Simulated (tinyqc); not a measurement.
Van der Pauw, Hall and four-point-probe measurements on a doped layer: one step of the calculation.

A uniform p-type layer with sheet resistance Rs = 1/(q ns mu), point contacts, low field (mu B small).

Task. Sheet density, mobility and bulk values. Rs = 1/z; Hall sheet density B I/(q |VH|); Hall mobility |VH|/(Rs B I); true values ns = rH times the Hall density, mu = Hall mobility/rH; bulk density ns/t, resistivity Rs t; correction factor F = Rs/[(pi/ln 2)(RA + RB)/2].

Values chosen for this exercise: Hall factor rH = 0.8; magnetic field B = 2 T; current I = 1000 uA; thickness of the layer t = 22 nm.

Constants: q = 1.602176634e-19 C. Results are converted to the units shown.

converged z = 0.19065902 mS
VH = 71.331532 mV
RA = 225.37301 ohm
RB = 3454.7038 ohm

Find: Rs; Hall sheet density; Hall mobility; ns; mu; bulk density; resistivity; F.

Result.

Rs = 5245 ohm/square
Hall sheet density = 1.750e13 cm^-2
Hall mobility = 68.00 cm^2/(V s)
ns = 1.400e13 cm^-2
mu = 85.00 cm^2/(V s)
bulk density = 6.364e18 cm^-3
resistivity = 0.01154 ohm cm
F = 0.6289

Numbers from tinyqc (`OMP_NUM_THREADS=1 python tinyqc.py 2850176 2850177 out.jsonl`; about 0.05 s on one thread of a shared Intel Xeon 2.30GHz).
